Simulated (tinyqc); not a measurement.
Ferroelectric with a first-order transition, Landau-Devonshire energy: course of the iteration: polarisation on the upper branch by Newton steps.

One domain with free energy u = al P^2 + be P^4 + ga P^6 - E P, al = a0 (T - T0), be < 0 < ga (P in uC/cm^2, E in kV/cm, u in mJ/cm^3). Equilibrium: E = 2 al P + 4 be P^3 + 6 ga P^5; a state is stable against small changes where dE/dP > 0. The coercive field is that of uniform switching, which real films, switching by domains, do not reach.

f = 2 al P + 4 be P^3 + 6 ga P^5 - Ea, f' = 2 al + 12 be P^2 + 30 ga P^4, P(new) = P - f/f'.

Stop when P changes by less than 1e-10 uC/cm^2, or after 40 iterations. The rule counts as met only at the stable state of positive P.

Values chosen for this exercise:
- be = -0.0043 kV cm^5/uC^3 (quartic coefficient)
- ga = 9.5e-6 kV cm^9/uC^5 (sixth-order coefficient)
- Ea = 160 kV/cm (applied field)

Constants: eps0 = 8.8541878128e-14 F/cm where lengths are in cm. Results are converted to the units shown.

P at the start = 24.3 uC/cm^2
al = -1.28 kV cm/uC

Course of the iteration:

| iteration | P (uC/cm^2) | \|change\| (uC/cm^2) |
|---|---|---|
| 1 | 24.0898 | 0.210 |
| 2 | 24.0850 | 4.77e-3 |
| 3 | 24.0850 | 2.42e-6 |
| 4 | 24.0850 | 6.18e-13 |

Did this iteration meet its convergence test, and what does its course show?

Yes. Converged in 4 iterations. The change falls from 0.21 in the first iteration to below the tolerance in the last. There chi = 178.

Numbers from tinyqc (`OMP_NUM_THREADS=1 python tinyqc.py 2860116 2860117 out.jsonl`; about 0.01 s on one thread of a shared Intel Xeon 2.30GHz).
